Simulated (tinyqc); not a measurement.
Random telegraph noise from one oxide trap in a small MOSFET: time constants and noise against gate voltage.

An acceptor-like trap exchanges electrons with the channel. Inversion charge Q = Cox u, u = n Vt W0(exp((Vg - VT)/(n Vt))), W0 the Lambert function, n = nf, Cox = eps0 eox/tox; linear regime Id = (W/L) mu Q Vd. Relative to threshold the surface potential rises by Vt ln(u/u0) and the oxide voltage by the rest of Vg - VT, with u0 = n Vt W0(1).

N = Cox u/q; dpsi = Vt ln(u/u0); E = E0 - dpsi - (xt/tox)(Vg - VT - dpsi); capture time tc = 1/[(N/zi) vth s0 exp(-xt/lt - EB/Vt)]; emission time te = tc exp(-E/Vt); occupancy te/(tc + te). A = W L; threshold step dV = q (1 - xt/tox)/(Cox A); gm/Id = 1/(u + n Vt); relative step dI/I = (gm/Id) dV + asc mu/A. fc = (1/tc + 1/te)/(2 pi); rms = (dI/I) sqrt(tc te)/(tc + te).

Inputs (values chosen for the exercise); values of the order met in silicon transistors: temperature T = 200 K; relative permittivity of the gate insulator (close to hafnium oxide) eox = 21.6; insulator thickness tox = 4.2 nm; depth of the trap from the channel interface xt = 1.4 nm; trap level above the channel Fermi level at threshold E0 = 0.31 eV; capture prefactor s0 = 6e-16 cm^2; capture barrier (lattice relaxation) EB = 0.38 eV; tunnelling decay length lt = 0.18 nm; thermal velocity vth = 2.3e7 cm/s; thickness of the inversion layer zi = 2.2 nm; threshold voltage VT = 0.3 V; body factor nf = 1.39; gate width W = 22 nm; gate length L = 160 nm; mobility mu = 350 cm^2/(V s); scattering coefficient of the charged trap asc = 1.1e-16 V s; drain voltage Vd = 0.05 V.

Constants: q = 1.602176634e-19 C, kB = 1.380649e-23 J/K, Vt = kB T/q, eps0 = 8.8541878128e-14 F/cm where lengths are in cm. Results are converted to the units shown.

Results:
```
Vg (V)    E (eV)  tc (s)   te (s)  occupancy  dI/I (%)  fc (Hz)  rms dI/I (%)
0.85     0.08575   10.54  0.07275   0.006858    0.2421    2.203       0.01998
0.91     0.06445   9.408   0.2236    0.02321    0.2285   0.7288       0.03440
1.03     0.02221   7.741    2.134     0.2161    0.2081  0.09515       0.08566
1.09    0.001230   7.108    6.619     0.4822    0.2003  0.04644        0.1001
1.15    -0.01968   6.570    20.58     0.7580    0.1936  0.03196       0.08293
1.21    -0.04052   6.106    64.08     0.9130    0.1878  0.02855       0.05294
1.27    -0.06130   5.703    199.9     0.9723    0.1828  0.02870       0.03002
1.33    -0.08204   5.349    624.5     0.9915    0.1784  0.03001       0.01637
```

Estimate the missing row, Vg = 0.97 V.

Computed row:
```
Vg (V)   E (eV)  tc (s)  te (s)  occupancy  dI/I (%)  fc (Hz)  rms dI/I (%)
0.97    0.04328   8.495  0.6897    0.07508    0.2174   0.2495       0.05728
```

With this row back in the table: tc falls from 10.5 to 5.35 s as the channel fills and te rises from 0.0727 to 624 s; they are equal at Vg = 1.09 V, where E = 0. The rms noise goes from 0.0200 through a maximum of 0.100 (at Vg = 1.09 V among the rows listed) to 0.0164 %. The slope -Vt d ln(tc/te)/dVg is 0.355 between the first two rows and 0.346 between the last two; it tends to xt/tox = 0.333 only when the surface potential stops moving.

Range of the model: VT is taken as given; short-channel effects and the uneven flow of current among few electrons are left out.

Program tinyqc, `OMP_NUM_THREADS=1 python tinyqc.py 2710096 2710097 out.jsonl`; Intel Xeon 2.30GHz, shared host, one thread, about 0.01 s.
